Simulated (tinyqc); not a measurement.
# On-chip interconnect, size-dependent resistivity and RC delay: effects of single changes

A rectangular line between two neighbours and two ground planes. Surface and grain-boundary scattering are added to the bulk resistivity as corrections; capacitances are parallel-plate values without fringing; inductance is ignored.

Parameters, values chosen for the exercise; metal values close to those of copper:
- rho0 = 1.71 uohm cm (bulk resistivity)
- lam = 40.2 nm (bulk mean free path)
- ps = 0 (specular share of surface scattering)
- Rg = 0.22 (reflection coefficient of grain boundaries)
- gr = 2 (grain size over the metal width)
- wd = 62 nm (drawn line width)
- AR = 2.4 (aspect ratio, height over width)
- tl = 1.7 nm (liner on both walls and the bottom, not conducting)
- sp = 62 nm (space to the neighbouring lines)
- hd = 110 nm (dielectric height to the planes above and below)
- ek = 2.7 (relative permittivity of the dielectric)
- Mf = 1 (Miller factor of the neighbours)
- Lw = 240 um (line length)
- Rd = 17000 ohm (driver resistance)
- Cl = 1.5 fF (load capacitance)
- rho2 = 6.32 uohm cm (bulk resistivity of the second metal (close to cobalt))
- lam2 = 12 nm (mean free path of the second metal)
- tl2 = 0.5 nm (liner of the second metal)

Constants: eps0 = 8.8541878128e-12 F/m. Results are converted to the units shown.

Each table varies one quantity; the others keep the values above.

## Delay against the aspect ratio

Metal width x = wd - 2 tl, height y = AR wd - tl; grain boundaries (Mayadas-Shatzkes): al = (lam/(gr x)) Rg/(1 - Rg), g = 1/[1 - 3 al/2 + 3 al^2 - 3 al^3 ln(1 + 1/al)] - 1; surfaces (Fuchs-Sondheimer, thick limit): s = (3/8) lam (1 - ps)(1/x + 1/y); rho = rho0 (1 + g + s); r = rho/(x y); c = eps0 ek (2 wd/hd + 2 Mf AR wd/sp). Elmore delay tE = Rd (c Lw + Cl) + r Lw (c Lw/2 + Cl); t50 is the time at which the far end of a ladder of 30 pi sections (half capacitances at both ends, Cl at the far end, a step applied through Rd) reaches half the step; line share r Lw/(Rd + r Lw); estimate 0.69 Rd (c Lw + Cl) + 0.38 r c Lw^2 + 0.69 r Lw Cl.

Delay against the aspect ratio:
```
AR   rho (uohm cm)  r (ohm/um)  c (fF/um)  tE (ps)  t50 (ps)  estimate (ps)  line share of the resistance (%)
0.8          2.929       10.44    0.06520    314.9     220.6          218.6                             12.84
1.2          2.746       6.445    0.08432    387.5     270.4          268.5                             8.340
1.6          2.656       4.648     0.1034    463.1     322.6          320.5                             6.158
2            2.602       3.631     0.1226    539.7     375.5          373.3                             4.876
2.4          2.566       2.977     0.1417    616.9     428.9          426.5                             4.034
2.8          2.541       2.523     0.1608    694.3     482.5          479.9                             3.439
3.2          2.522       2.188     0.1799    771.8     536.2          533.4                             2.997
3.6          2.508       1.932     0.1991    849.5     590.0          586.9                             2.655
4            2.496       1.729     0.2182    927.2     643.9          640.6                             2.383
```

As AR goes from 0.8 to 4, r falls from 10.4 to 1.73 ohm/um, c rises from 0.0652 to 0.218 fF/um and t50 rises from 221 to 644 ps. t50/tE lies between 0.694 and 0.701, and the estimate is within 0.89 % of t50.

## Two metals against line width

Metal width x = wd - 2 tl, height y = AR wd - tl; grain boundaries (Mayadas-Shatzkes): al = (lam/(gr x)) Rg/(1 - Rg), g = 1/[1 - 3 al/2 + 3 al^2 - 3 al^3 ln(1 + 1/al)] - 1; surfaces (Fuchs-Sondheimer, thick limit): s = (3/8) lam (1 - ps)(1/x + 1/y); rho = rho0 (1 + g + s); r = rho/(x y). The second metal has rho2, lam2 and tl2 in place of rho0, lam and tl; ps, Rg, gr and AR are shared.

Results:
```
wd (nm)  rho, first (uohm cm)  rho, second (uohm cm)  r, first (ohm/um)  r, second (ohm/um)  ratio second/first
6.5                     16.14                  16.13               3745                1943              0.5187
8                       11.68                  14.09               1451                1076              0.7418
10                      8.803                  12.40              598.1               586.2              0.9801
13                      6.678                  10.91              235.8               296.0               1.255
17                      5.268                  9.776              99.07               151.6               1.530
22                      4.340                  8.963              45.67               81.61               1.787
45                      2.910                  7.590              6.580               16.05               2.439
70                      2.465                  7.132              2.225               6.171               2.773
120                     2.144                  6.792             0.6422               1.985               3.091
```

Estimate the missing row, wd = 30 nm.

Computed row:
```
wd (nm)  rho, first (uohm cm)  rho, second (uohm cm)  r, first (ohm/um)  r, second (ohm/um)  ratio second/first
30                      3.568                  8.241              19.08               39.74               2.083
```

With this row back in the table: The resistivity of the first metal falls from 16.1 to 2.14 uohm cm and that of the second goes from 16.1 to 6.79 uohm cm as the line widens. The products rho0 lam, which set the size effect, are 68.7 and 75.8 uohm cm nm. The two resistances cross at wd = 10.2 nm: below it the second metal gives the lower line resistance. For widths well under the mean free path the thick-limit surface term is only a guide.

Numbers from tinyqc (`OMP_NUM_THREADS=1 python tinyqc.py 2100020 2100021 out.jsonl`; about 0.01 s on one thread of a shared Intel Xeon 2.30GHz).
